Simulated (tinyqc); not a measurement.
What each parameter does: dielectric confinement in a thin film (image charges).

A film |z| < t/2 of dielectric constant eps between half-spaces of dielectric constant e2; lam = (eps - e2)/(eps + e2), q = e^2/(4 pi eps0). The self-energy of a band edge is taken with the high-frequency value, e2 = eh, and the field of a fixed ion with the static one, e2 = eo. A charge at z has images lam^|n| at n t + (-1)^n z. Its self-energy is S(z) = (q/2 eps) sum over n >= 1 of lam^n [1/(n t - 2z) + 1/(n t + 2z)] for odd n and 2 lam^n/(n t) for even n; at the centre S(0) = -(q/(eps t)) ln(1 - lam).

Donor at the centre, lam from the static eo, trial function cos(pi z/t) exp(-rho/l): E(l) = c/(m l^2) - (q/eps) times the integral over k of F(k t) (1 + (k l/2)^2)^(-3/2), with F(x) = F0 + 2 lam exp(-x) G/(1 - lam exp(-x)), F0 = 2[(1 - exp(-x/2))/x + x (1 + exp(-x/2))/(x^2 + 4 pi^2)], G = 2 sinh(x/2)[1/x - x/(x^2 + 4 pi^2)]; c = hbar^2/2m0. The binding energy is -E at the minimum, counted from the subband edge with its self-energy.

Constants: e^2/(4 pi eps0) = 14.39964547 eV angstrom; hbar^2/2m0 = 3.80998211 eV angstrom^2; Ry = 13.60569312 eV.

Inputs chosen for the exercise (near those of a Si (100) film, two-fold valleys, in vacuum; the results hold for these values, not for the real material):
```
symbol  value  unit      meaning
t       76     angstrom  film thickness
eps     11.7             dielectric constant of the film
eh      1                high-frequency dielectric constant outside
eo      1                static dielectric constant outside
m       0.194  m0        mass in the plane
```

<S> is the mean over (2/t) cos^2(pi z/t).

Results for these values:
```
case  lam from eh  <S> (meV)  binding (meV)  l (angstrom)
base        0.843       33.0           89.4          30.8
```

What happens to each result for eo = 1.4, all else kept?

Answer: lam from eh does not change at the printed digits; <S> does not change at the printed digits; binding falls from 89.4 to 79.7; l rises from 30.8 to 30.9.

The same for each parameter in turn:
```
case             lam from eh  <S> (meV)  binding (meV)  l (angstrom)
base                   0.843       33.0           89.4          30.8
t = 86 angstrom        0.843       29.1           81.3          32.4
eps = 10.5             0.826       34.9           98.7          28.9
eo = 1.4               0.843       33.0           79.7          30.9
eh = 1.3               0.800       28.9           89.4          30.8
m = 0.233 m0           0.843       33.0           93.3          27.6
```

(tinyqc, `OMP_NUM_THREADS=1 python tinyqc.py 1281541 1281542 out.jsonl`, Intel(R) Xeon(R) Processor @ 2.30GHz, 1 thread, shared host, about 0.04 s.)
